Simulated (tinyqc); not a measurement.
Worked calculation: Hall factor, magnetoresistance and optical conductivity for a power-law relaxation time. Computed by tinyqc, a small Python program that keeps every step. Command: `OMP_NUM_THREADS=1 python tinyqc.py 3000820 3000821 out.jsonl magneto walk`. One thread of a shared host (Intel(R) Xeon(R) Processor @ 2.30GHz), about 0.01 s of CPU time with the checks. Intermediate numbers are printed to about 6 digits and carried at full precision; extremes and crossings named in words are read from the listed rows.

One spherical parabolic band, tau(E) = tau_0 x^s with x = E/(k_B T). Landau quantisation is left out.

Inputs (values chosen for the exercise, with a mass close to that of electrons in germanium):

| quantity | value | unit |
|---|---|---|
| effective mass m | 0.12 | m_0 |
| exponent s | 0.5 | - |
| tau_0 | 660 | fs |
| reduced Fermi level eta | -5 | - |
| temperature T | 500 | K |
| magnetic field B | 2.3 | T |
| frequency f | 0.033 | THz |
| background permittivity eps_inf | 7.05 | - |

Constants: m_0 = 9.1093837015e-31 kg; k_B = 1.380649e-23 J/K; hbar = 1.054571817e-34 J s; e = 1.602176634e-19 C; eps_0 = 8.8541878128e-12 F/m; c = 299792458 m/s.

## Density and moments of tau

<y> = int y x^(3/2) f (1 - f) dx / int x^(3/2) f (1 - f) dx, f = 1/(1 + exp(x - eta)). Integrals over x = E/(k_B T) use 160 Gauss-Legendre points in u = sqrt(x) from 0 to sqrt(max(eta, 0) + 45). n = (2 m k_B T)^(3/2)/(3 pi^2 hbar^3) int x^(3/2) f (1 - f) dx; moments in units of tau_0.

density n = 1.50873e+16 1/cm^3

<tau>/tau_0 = 1.50555

<tau^2>/tau_0^2 = 2.50297

<tau^3>/tau_0^3 = 4.52045

<1/tau> tau_0 = 0.751514

## Limits

mu = e <tau>/m; weak field r_H = <tau^2>/<tau>^2 and MR = c (mu B)^2, c = <tau^3>/<tau>^3 - r_H^2; strong field r_H = 1 and MR = <tau> <1/tau> - 1.

drift mobility mu = 14564.0 cm^2/(V s)

weak-field Hall factor = 1.10424

coefficient c = 0.105280

saturation MR = 13.1443 %

For a classical gas r_H = Gamma(5/2) Gamma(5/2 + 2s)/Gamma(5/2 + s)^2 = 1.1045.

## At the given field

With w_c = e B/m: sigma_xx = (n e^2/m) <tau/(1 + w_c^2 tau^2)>, sigma_xy = (n e^2/m) <w_c tau^2/(1 + w_c^2 tau^2)>; r_H = (n e/B) sigma_xy/(sigma_xx^2 + sigma_xy^2); MR = sigma_0 sigma_xx/(sigma_xx^2 + sigma_xy^2) - 1, sigma_0 = n e^2 <tau>/m.

mu B = 3.34971

sigma_xx = 3.04923 S/cm

|sigma_xy| = 9.37552 S/cm

Hall factor r_H = 1.01375

magnetoresistance MR = 10.4422 %

## Field dependence

The formulas are those given above.

Against the field:

| B (T) | mu B | r_H | MR (%) |
|---|---|---|---|
| 0.021 | 3.05843e-02 | 1.10412 | 9.83268e-03 |
| 0.069 | 1.00491e-01 | 1.10298 | 1.04578e-01 |
| 0.21 | 3.05843e-01 | 1.09420 | 8.59401e-01 |
| 0.41 | 5.97123e-01 | 1.07663 | 2.50241e+00 |
| 0.69 | 1.00491e+00 | 1.05557 | 4.73548e+00 |
| 1.4 | 2.03896e+00 | 1.02722 | 8.34861e+00 |
| 2.7 | 3.93227e+00 | 1.01073 | 1.09655e+01 |
| 6.9 | 1.00491e+01 | 1.00208 | 1.26549e+01 |
| 27 | 3.93227e+01 | 1.00015 | 1.31069e+01 |

r_H falls from 1.104 to 1.000, so a strong-field measurement gives n directly; half of the fall is done between 1.00 and 2.04 in mu B. MR starts as B^1.99 and reaches 100 % of its saturation value in the last row. It arises only because carriers of different energy have different Hall angles, which one Hall field cannot cancel.

## Response at frequency f

sigma(w) = (n e^2/m) <tau/(1 - i w tau)>, w = 2 pi f; eps = eps_inf + i sigma/(eps_0 w); N = sqrt(eps); absorption coefficient 2 w Im N/c; reflectivity |(N - 1)/(N + 1)|^2; plasma frequency sqrt(n e^2/(eps_inf eps_0 m))/(2 pi).

sigma(w) = 33.3612+7.5243i S/cm

permittivity = -402.80+1817.18i

refractive index = 27.0045+33.6459i

absorption coefficient = 465.409 1/cm

reflectivity = 0.943632

plasma frequency = 1.19904 THz

w <tau> = 0.21 and f/f_p = 0.0275. Here the real part of eps is negative and the sample reflects like a metal.

Checks made by the program: moments against Gamma(5/2 + k s)/Gamma(5/2) (relative difference 1e-03).
